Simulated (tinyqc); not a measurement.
Strain-driven crossing of the Gamma and L valleys in a germanium-like crystal alloyed with tin: one step. Gaps of the unstrained alloy.

With tin the unstrained gaps become E(y) = (1 - y) E + y EgS - CS y (1 - y); all other values are kept.

Inputs chosen for the exercise (near those of Ge, gaps at low temperature; shifted at random, so the results belong to these values and not to a real crystal): Eg = 0.896 eV (gap at Gamma to the s-like level); EgL = 0.745 eV (gap to L); EgS = (-0.415, 0.098) eV (Gamma and L gaps of the tin end); CS = (2.48, 0.89) eV (bowing of the Gamma and L gaps); y = 0.03 (tin fraction).

Task: Give both gaps, their difference, and the y at which they cross (the root of a quadratic between 0 and 0.3).

Give: Gamma and L gaps; Gamma - L; crossing y.

Result:

Gamma and L gaps (eV): 0.7845  0.6997

Gamma - L = 0.0848 eV
crossing y = 0.0705

Without strain the alloy is indirect.

Run: tinyqc, `OMP_NUM_THREADS=1 python tinyqc.py 1081588 1081589 out.jsonl`; Intel(R) Xeon(R) Processor @ 2.30GHz, one thread, shared host; about 0.01 s of CPU time with all checks.
